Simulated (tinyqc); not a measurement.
Alloy A(1-x)B(x) by interpolation with bowing, step by step. Values are carried at full precision from step to step, so a last printed digit may differ when a step is redone from the rounded ones.

Each gap follows E(x) = (1 - x) E_A + x E_B - C x (1 - x); the lattice constant follows Vegard, a(x) = (1 - x) a_A + x a_B.

Constants: hc = 1239.841984 eV nm; kB = 8.617333262e-05 eV/K.

Inputs chosen for the exercise (A near Ge, B near Si; shifted at random, so the results belong to these values and not to a real crystal): a = (5.653, 5.435) angstrom (lattice constant of A, B); x = 0.82 (fraction of B); Eg = (0.902, 4.191) eV (gap at Gamma to the s-like level of A, B); EgX = (0.926, 1.187) eV (gap to the lowest valley along Gamma-X of A, B); EgL = (0.754, 2.085) eV (gap to L of A, B); C = (0.215, 0.227, 0) eV (bowing of the Gamma, X and L gaps); Dso = (0.292, 0.043) eV (spin-orbit splitting of A, B); Ep = (26.2, 21.7) eV (Kane energy of A, B); me = (0.0381, 0.1973) m0 (electron mass at Gamma of A, B); Cs = 0 eV (bowing of Dso); md = (0.1638, 0.7, 0.6) m0 (density-of-states masses of Gamma, all X and all L valleys); T = 77 K (temperature).

## Gaps and lattice constant at x

Also give the wavelength hc/E of the lowest gap.

a(x) = 5.4742 angstrom

linear parts (eV): Gamma 3.5990, X 1.1400, L 1.8454

bowing terms C x (1 - x) (eV): Gamma 0.0317, X 0.0335, L 0.0000

gaps (eV): Gamma 3.5672, X 1.1065, L 1.8454

wavelength of the lowest gap = 1120.5 nm

The lowest valley is X, so the gap is indirect; the next, L, lies 739 meV higher.

## Where the valleys cross

The difference of two gaps is a quadratic q2 x^2 + q1 x + q0 with q2 = C_i - C_j, q1 = (E_B - E_A - C)_i - (E_B - E_A - C)_j, q0 = E_A,i - E_A,j; give its roots between 0 and 1 (a dash: none).

Crossings:
```
pair         q2      q1      q0  first root  second root
Gamma-X  -0.012   3.040  -0.024      0.0079            -
Gamma-L   0.215   1.743   0.148           -            -
X-L       0.227  -1.297   0.172      0.1358            -
```

The lowest valley changes at x = 0.136 (L to X, gap 0.935 eV). The other crossings lie above the lowest valley.

## Electron mass of the alloy

Mass at Gamma from the Kane formula 1/m = F + Ep (Eg + 2 Dso/3)/(Eg (Eg + Dso)). F is fixed by the masses of A and B and interpolated linearly, as is Ep; Eg and Dso carry their bowing.

Compare with the linear interpolation of the masses.

F of A, B: -0.4320  -0.0918

Ep, Eg, Dso at x (eV): 22.5100  3.5672  0.0878

m(x) from the Kane formula = 0.1638 m0
m(x) linear = 0.1686 m0

The Kane value lies 2.9 % below the linear one. The Gamma valley is not the lowest at this x.

## Shares of the electrons in the valleys

Non-degenerate: n_i proportional to md_i^(3/2) exp(-E_i/kT).

md^(3/2): Gamma 0.0663, X 0.5857, L 0.4648

(E - E_min)/kT: Gamma 370.85, X 0.00, L 111.36

shares: Gamma 0.000, X 1.000, L 0.000

X holds most electrons (100.0 %).

## Checks

- The Gamma and X gaps at their crossing x = 0.0079 (eV): both 0.9263.
- The X and L gaps at their crossing x = 0.1358 (eV): both 0.9348.

Run: tinyqc, `OMP_NUM_THREADS=1 python tinyqc.py 1050473 1050474 out.jsonl`; Intel(R) Xeon(R) Processor @ 2.30GHz, one thread, shared host; about 0.01 s of CPU time with all checks.
